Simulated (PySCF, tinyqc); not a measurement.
Orbital energy against energy difference: ionisation energy by orbital energies and by energy differences in the 6-31g basis, for H4, spin multiplicity 1. Computed by the program tinyqc with PySCF. The cation is unrestricted; errors are against CCSD(T) in this basis, not against experiment.

Geometry (angstrom):
```
atom       x       y       z
H     0.0000  0.0000  0.0000
H     0.0000  0.0000  0.7790
H     0.0000  1.0190  0.0000
H     0.0000  1.0190  0.7790
```

CCSD(T) difference in the same basis = 10.1678 eV

IP-EOM-CCSD = 10.1923 eV

First vertical ionisation energy (eV):
```
method   -e(HOMO)  E(cation) - E  error of -e(HOMO)  error of the difference
HF         9.8972       9.418386            -0.2706                  -0.7495
LDA        5.0493       9.978469            -5.1185                  -0.1894
PBE        5.1149      10.019439            -5.0529                  -0.1484
B3LYP      6.3362      10.217402            -3.8316                   0.0496
PBE0       6.5230      10.089078            -3.6449                  -0.0788
LC-wPBE    9.4114      10.169078            -0.7564                   0.0012
```

Estimate the missing row, method = CAM-B3LYP.

Computed row:
```
method     -e(HOMO)  E(cation) - E  error of -e(HOMO)  error of the difference
CAM-B3LYP    7.9717      10.173666            -2.1962                   0.0058
```

Koopmans errs by -0.27 eV and Delta-HF by -0.75 eV: relaxation, 0.48 eV, lowers the value and the missing correlation difference works against it. The PBE level is off by -5.1 eV through the wrong tail of its potential, though its energy difference is off by -0.15 eV; exact exchange deepens the level, and among the orbital energies HF comes closest; among the differences LC-wPBE does. The restricted reference is unstable here: a spin-polarised solution lies 0.0002 hartree lower (PySCF), so results built on it describe a poor reference.
